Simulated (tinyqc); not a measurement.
Three-phonon processes in a diatomic chain: dispersion, energy and momentum conservation, and decay channels of optical phonons: one step, computed by the program tinyqc.

Cell length a, two atoms, one spring constant. x = q a/pi runs from -1 to 1; A and O are the acoustic and optical branches. Matrix elements are not computed: only conservation laws and occupation factors are followed.

Question. Band edges. omega^2 = k (1/m + 1/M) -/+ k sqrt((1/m + 1/M)^2 - 4 sin^2(pi x/2)/(m M)); nu = 15.6333042 THz x sqrt(omega^2) for eV/(angstrom^2 u). Acoustic top sqrt(2 k/M), optical bottom sqrt(2 k/m), optical top sqrt(2 k (1/m + 1/M)).

Inputs (values chosen for the exercise, for a model chain): light mass m = 69.7 u; heavy mass M = 71.1 u; spring constant k = 8.3 eV/angstrom^2.

Constants: nu for 1 eV/(angstrom^2 u) = 15.6333042 THz.

Give: acoustic top; optical bottom; optical top; optical top over twice the acoustic top; optical bottom over twice the acoustic top; optical width over acoustic top.

Answer.

acoustic top = 7.554 THz

optical bottom = 7.629 THz

optical top = 10.74 THz

optical top over twice the acoustic top = 0.7106

optical bottom over twice the acoustic top = 0.5050

optical width over acoustic top = 0.4113

The zone-centre optical phonon can decay into two acoustic ones: this needs M/m <= 3.
